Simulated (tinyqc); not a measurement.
# Barrier and mass from two Fowler-Nordheim currents

Problem. Fowler-Nordheim tunnelling through a dielectric follows J = A F^2 exp(-B/F), A = q^2 me/(16 pi^2 hbar m1 phi1) (A/V^2 with phi1 in volts), B = (4/3) sqrt(m1/C) phi1^1.5 (V/nm), C = hbar^2/(2 m0). Find B, A, phi1 and m1.

Parameters, values chosen for the exercise:
```
symbol  value  unit                              meaning
me          1    m0  emitter mass in the supply function
```

Constants: q = 1.602176634e-19 C, hbar = 1.054571817e-34 J s, m0 = 9.1093837015e-31 kg, hbar^2/(2 m0) = 0.0380998212 eV nm^2. Results are converted to the units shown.

J at F = 0.84 and 1.36 V/nm (A/cm^2): [1.0079079e-6, 0.51395592]

Answer. The slope of ln(J/F^2) against 1/F is -B and the intercept gives A. A fixes the product m1 phi1, and B = (4/3) phi1 sqrt(m1 phi1/C) then gives phi1.

B = 26.75 V/nm
A = 9.718e-7 A/V^2
phi1 = 3.110 eV
m1 = 0.5100 m0

Numbers from tinyqc (`OMP_NUM_THREADS=1 python tinyqc.py 2540133 2540134 out.jsonl`; about 0.05 s on one thread of a shared Intel Xeon 2.30GHz).
